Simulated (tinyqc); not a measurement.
Full spectrum, Debye and Einstein heat capacities: Born-von Karman spring model of a cubic crystal with one atom per cell. Computed by tinyqc, a small Python program. Command: `OMP_NUM_THREADS=1 python tinyqc.py 3028063 3028064 out.jsonl springs walk`. One thread of a shared host (Intel(R) Xeon(R) Processor @ 2.30GHz), about 0.1 s of CPU time with the checks.

First neighbours lie at a/2 (1,1,1) (8 of them), second at a (1,0,0) (6), with all permutations and signs; the volume per atom is Omega = a^3/2. Two shells of springs match a real metal only roughly, above all at the zone boundary.

Inputs (values chosen for the exercise, modelled on molybdenum):

| quantity | value | unit |
|---|---|---|
| lattice constant a | 3.147 | angstrom |
| atomic mass M | 95.95 | u |
| radial spring k1L | 3.85 | eV/angstrom^2 |
| transverse spring k1T | -0.029 | eV/angstrom^2 |
| radial spring k2L | 3.9 | eV/angstrom^2 |
| transverse spring k2T | -0.16 | eV/angstrom^2 |

Lattice: bcc.

Constants: 1 eV/angstrom^3 = 160.2176634 GPa; u = 1.6605390666e-27 kg; hbar = 1.054571817e-34 J s; k_B = 1.380649e-23 J/K; nu for 1 eV/(angstrom^2 u) = 15.6333042 THz; h x 1 THz = 4.135667696 meV; k_B = 8.617333262e-05 eV/K.

Method:
- [ij,kl] = (1/(2 Omega)) sum_R K_ij R_k R_l; C11 = [xx,xx], C44 = [xx,yy], C12 = 2 [xy,xy] - C44; B = (C11 + 2 C12)/3; Zener ratio A = 2 C44/(C11 - C12). K(R) = kL n n^T + kT (1 - n n^T).
- rho = M/Omega and v = sqrt(C/rho), with C = C11, C44, C44 along [100]; (C11 + C12 + 2 C44)/2, C44, (C11 - C12)/2 along [110]; (C11 + 2 C12 + 4 C44)/3 and twice (C11 - C12 + C44)/3 along [111].
- Christoffel matrix G_xx = C11 n_x^2 + C44 (1 - n_x^2), G_xy = (C12 + C44) n_x n_y, with eigenvalues rho v^2; v_m^-3 is the mean of v^-3 over three branches and all directions (12 Gauss-Legendre points in cos(theta) times 24 angles phi = (j + 1/2) pi/12); q_D = (6 pi^2/Omega)^(1/3); Theta = hbar v_m q_D/k_B.
- A neighbour at R with unit vector n couples by the matrix K(R) = kL n n^T + kT (1 - n n^T), and D(q) = (1/M) sum_R K(R) [1 - cos(q.R)].
- An eigenvalue lambda of D in eV/(angstrom^2 u) gives nu = 15.6333042 THz x sqrt(lambda).
- Mesh: q = sum_i (m_i + 1/2)/n b_i, m_i = 0..n-1, with b = [[0, 1, 1], [1, 0, 1], [1, 1, 0]] in 2 pi/a; sums are averages over the n^3 points (here n = 14), per atom.
- With x = h nu/(k_B T) and n = 1/(exp(x) - 1) for each mode: F = k_B T [x/2 + ln(1 - exp(-x))], U = k_B T x (n + 1/2), S/k_B = x n - ln(1 - exp(-x)), C/k_B = x^2 n (n + 1).
- Debye: C = 9 k_B (T/Theta)^3 int_0^(Theta/T) x^4 e^x/(e^x - 1)^2 dx with the elastic Theta. Einstein: three modes at the root-mean-square frequency. The last column is the Theta that makes the Debye formula give the full C at that T.

elastic Debye temperature = 485.727 K

root-mean-square frequency = 6.6328 THz

Heat capacity (k_B/atom):

| T (K) | full spectrum | Debye | Einstein | Theta from C (K) |
|---|---|---|---|---|
| 58 | 0.5584 | 0.3686 | 0.3767 | 410.44 |
| 87 | 1.2200 | 0.9144 | 1.0900 | 408.25 |
| 120 | 1.7872 | 1.4879 | 1.7215 | 408.81 |
| 170 | 2.2819 | 2.0597 | 2.2581 | 409.64 |
| 240 | 2.6037 | 2.4653 | 2.5963 | 410.23 |
| 360 | 2.8136 | 2.7437 | 2.8119 | 410.62 |
| 490 | 2.8972 | 2.8576 | 2.8967 | 410.77 |
| 730 | 2.9530 | 2.9346 | 2.9529 | 410.87 |

What follows from these numbers?

The apparent Theta runs from 408 to 411 K against the elastic 486 K; at high T it tends to sqrt(5/3) h nu_rms/k_B = 411 K. At the lowest T the Debye value is 0.66 and the Einstein value 0.67 times the full one; dispersion bends the branches below the sound lines, so the real spectrum has more low modes than Debye assumes. At the highest T Debye misses by 0.62 % and Einstein by 0.0035 %.

Extremes, crossings and ranges named in words are read from the listed rows.
